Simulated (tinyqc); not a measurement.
Hexagonal on-chip spiral inductor, lumped pi model: one step of the calculation.

Outer diameter do = di + 2 n wd + 2 (n - 1) sp, mean da = (do + di)/2, fill p = (do - di)/(do + di), length l = 3.464 n da. L = 2.33 mu0 n^2 da/(1 + 3.82 p), mu0 = 4 pi 1e-7 H/m. Rs = rho l/(wd delta (1 - exp(-th/delta))), delta = sqrt(rho/(pi f mu0)). Cs = n wd^2 eps0 eo/hu across the coil. At each end Cox = l wd eps0 eo/(2 ho) leads to the substrate branch Rsi = 2 rs he/(l wd) in parallel with Csi = l wd eps0 11.7/(2 he). With one end grounded Y = 1/(Rs + i w L) + i w Cs + 1/[1/(i w Cox) + 1/(1/Rsi + i w Csi)], w = 2 pi f; Q = -Im Y/Re Y. Eddy currents in neighbouring turns and in the substrate are left out.

Task. Geometry and model elements. do, l, L, delta, Rs, Cs, Cox, Rsi and Csi as defined.

Values chosen for this exercise; values of the order met in silicon radio-frequency processes:
- n = 1.5 (number of turns)
- wd = 6 um (line width)
- sp = 1.5 um (space between turns)
- di = 80 um (inner diameter)
- th = 4 um (metal thickness)
- rho = 3 uohm cm (metal resistivity)
- ho = 6.9 um (oxide below the coil)
- hu = 1.2 um (oxide between coil and underpass)
- eo = 3 (relative permittivity of the oxide)
- rs = 100 ohm cm (substrate resistivity)
- he = 80 um (effective spreading depth in the substrate)
- f = 4.8 GHz (frequency)

Constants: eps0 = 8.8541878128e-12 F/m. Results are converted to the units shown.

Find: do; l; L; delta; Rs; Cs; Cox; Rsi; Csi.

Result.

do = 99.500 um
l = 466.34 um
L = 0.41786 nH
delta = 1.2582 um
Rs = 1.9336 ohm
Cs = 1.1953 fF
Cox = 5.3857 fF
Rsi = 57183 ohm
Csi = 1.8116 fF

Computed by the program tinyqc: `OMP_NUM_THREADS=1 python tinyqc.py 2302110 2302111 out.jsonl`, one thread of a shared Intel Xeon 2.30GHz, about 0.01 s for the whole run.
